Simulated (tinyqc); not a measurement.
The integration grid: Kohn-Sham R2SCAN on finer and finer grids in the 3-21g basis, for H2, spin multiplicity 1. Computed by the program tinyqc with PySCF. Self-consistent on each grid; the net force on the molecule should vanish.

Geometry (angstrom):

| atom | x | y | z |
|---|---|---|---|
| H | 0.0000 | 0.0000 | 0.0000 |
| H | 0.0000 | 0.0000 | 0.6390 |

Kohn-Sham energy on Becke grids (radial x angular points per atom):

| grid | points | residual of the electron count | E (hartree) | E - finest (mhartree) | largest net force without grid terms (hartree/bohr) |
|---|---|---|---|---|---|
| 10 x 14 | 272 | 6.41e-03 | -1.160200 | -7.565728 | 1.14e-17 |
| 15 x 26 | 768 | -8.07e-03 | -1.151015 | 1.619541 | 5.83e-18 |
| 20 x 50 | 1983 | -3.59e-05 | -1.152634 | 0.000494 | 2.22e-16 |
| 30 x 86 | 5136 | -1.28e-05 | -1.152636 | -0.001009 | 2.22e-16 |
| 50 x 194 | 19359 | 9.98e-09 | -1.152635 | 0.000000 | 2.56e-17 |
| 75 x 302 | 45236 | -1.21e-10 | -1.152635 | 0.000000 | 4.69e-17 |
| 120 x 590 | 141264 | 1.15e-14 | -1.152635 | 0.000000 | 2.73e-17 |

What does the comparison show, and why?

The energy is within 0.1 mhartree of the finest grid first at 20 x 50. The error has both signs, since quadrature is not variational. The net force vanishes by symmetry here, so only the electron count signals a poor grid.
